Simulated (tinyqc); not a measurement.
Classical nucleation, growth and JMAK kinetics of crystallisation from a melt or glass: one step, computed by the program tinyqc. Command: `OMP_NUM_THREADS=1 python tinyqc.py 3011333 3011334 out.jsonl nucl walk`. One thread of a shared host (Intel(R) Xeon(R) Processor @ 2.30GHz), about 0.01 s of CPU time with the checks.

A spherical nucleus with a sharp interface of isotropic energy gamma; lambda = Omega^(1/3) is the jump distance.

Question. Critical nucleus. Driving force per volume: dG = H [(T_m - T)/T_m] [2 T/(T_m + T)]. Shape factor f = 1. W(r) = f [4 pi r^2 gamma - (4/3) pi r^3 dG]; r* = 2 gamma/dG; W* = f 16 pi gamma^3/(3 dG^2); n* = f (4/3) pi r*^3/Omega.

Inputs (values chosen for the exercise, for a model substance): melting point T_m = 1450 K; heat of melting per volume H = 2920 J/cm^3; interface energy gamma = 0.198 J/m^2; atomic volume Omega = 18 angstrom^3; temperature T = 821 K.

Nucleation: homogeneous. Driving force: Thompson-Spaepen.

Constants: e = 1.602176634e-19 C; k_B = 1.380649e-23 J/K.

Give: driving force dG; shape factor f; critical radius r*; barrier W*; atoms in the nucleus n*; W*/(k_B T).

Answer.

driving force dG = 915.8 J/cm^3

shape factor f = 1

critical radius r* = 0.4324 nm

barrier W* = 0.9678 eV

atoms in the nucleus n* = 18.81

W*/(k_B T) = 13.68

W* equals n* Omega dG/2 = 0.968 eV. Caution: with under 20 atoms in the nucleus or a barrier under 10 k_B T the capillary model is only a guide.
